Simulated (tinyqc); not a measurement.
# Off-state leakage of single and stacked transistors: what changes with what

n-channel devices of unit width. Subthreshold current I(Vg, Vs, Vd) = I0 (T/300 K)^0.5 exp[(Vg - Vs - VT(T) - gb (Vs - Vb) + dd (Vd - Vs))/(nf Vt)] (1 - exp(-(Vd - Vs)/Vt)), VT(T) = VT - cT (T - 300 K). Gate-edge tunnelling Ig (Vd/1 V) exp(ag (Vd - 1 V)), for a gate at 0 V, and band-to-band leakage Ab u exp(-Bb/u), u = Vd - Vb + 1 V, flow at a drain held at V; both are taken as independent of T. In a stack of off transistors (all gates at 0 V) the same subthreshold current passes through each.

Values chosen for this exercise; values of the order met in bulk silicon logic transistors: temperature T = 398 K; supply voltage V = 0.9 V; threshold at 300 K, zero drain and body bias VT = 0.4 V; fall of the threshold with temperature cT = 0.6 mV/K; current at threshold at 300 K I0 = 0.5 uA/um; slope factor nf = 1.27; drain-induced lowering per volt dd = 0.1; rise of the threshold per volt of source-body bias gb = 0.1; gate-edge tunnelling current at 1 V Ig = 8e-6 uA/um; exponential slope of the gate current ag = 4.1 1/V; prefactor of band-to-band leakage at the drain Ab = 70 uA/(um V); its exponential voltage Bb = 23 V; body voltage Vb = -0.6 V.

Constants: q = 1.602176634e-19 C, kB = 1.380649e-23 J/K, Vt = kB T/q. Results are converted to the units shown.

Each table varies one quantity; the others keep the values above.

## Subthreshold current against the height of the stack

All n gates at 0 V, bottom source at 0 V, top drain at V; node voltages follow from equal currents.

Results:
```
n	I (nA/um)	reduction factor	drain voltage of the bottom device (mV)	source voltage of the top device (mV)	voltage across the top device (V)
1	0.4544	1.000	900.0	0	0.9000
2	0.06012	7.559	73.42	73.42	0.8266
4	0.02141	21.22	15.26	110.9	0.7891
5	0.01619	28.07	11.00	121.0	0.7790
6	0.01302	34.91	8.598	129.0	0.7710
```

Estimate the missing row, n = 3.

Computed row:
```
n	I (nA/um)	reduction factor	drain voltage of the bottom device (mV)	source voltage of the top device (mV)	voltage across the top device (V)
3	0.03160	14.38	25.05	96.77	0.8032
```

With this row back in the table: The second transistor cuts the current by a factor of 7.56, the third by a further 1.90 and the sixth by 1.24. The top device keeps 85.7 % of the supply at n = 6, while the drain voltage of the bottom one falls to 0.251 Vt.

## Leakage components against the threshold

Same model as above.

One transistor with Vg = Vs = 0, Vd = V; stack factor I(one)/I(two in series).

The same in every row: gate edge (nA/um) = 0.004778; band-to-band (nA/um) = 17.68; stack factor = 7.559.

Leakage components against the threshold:
```
VT (V)	subthreshold (nA/um)	total (nA/um)	largest part
0.15	141.3	159.0	subthreshold
0.2	44.83	62.52	subthreshold
0.25	14.23	31.91	band-to-band
0.3	4.514	22.20	band-to-band
0.35	1.432	19.12	band-to-band
0.4	0.4544	18.14	band-to-band
0.45	0.1442	17.83	band-to-band
0.5	0.04575	17.73	band-to-band
0.55	0.01452	17.70	band-to-band
0.6	0.004606	17.69	band-to-band
```

As VT goes from 0.15 to 0.6, the total leakage falls from 159 to 17.7 nA/um. The subthreshold part leads at VT = 0.15, the band-to-band part from 0.25 on. The reduction by a stack of two stays at 7.56, for the subthreshold part alone. For VT = 0.15, 0.2 the gate is within about 3 nf Vt of threshold, where the exponential law overstates the current.

Program tinyqc, `OMP_NUM_THREADS=1 python tinyqc.py 2242147 2242148 out.jsonl`; Intel Xeon 2.30GHz, shared host, one thread, about 0.04 s.
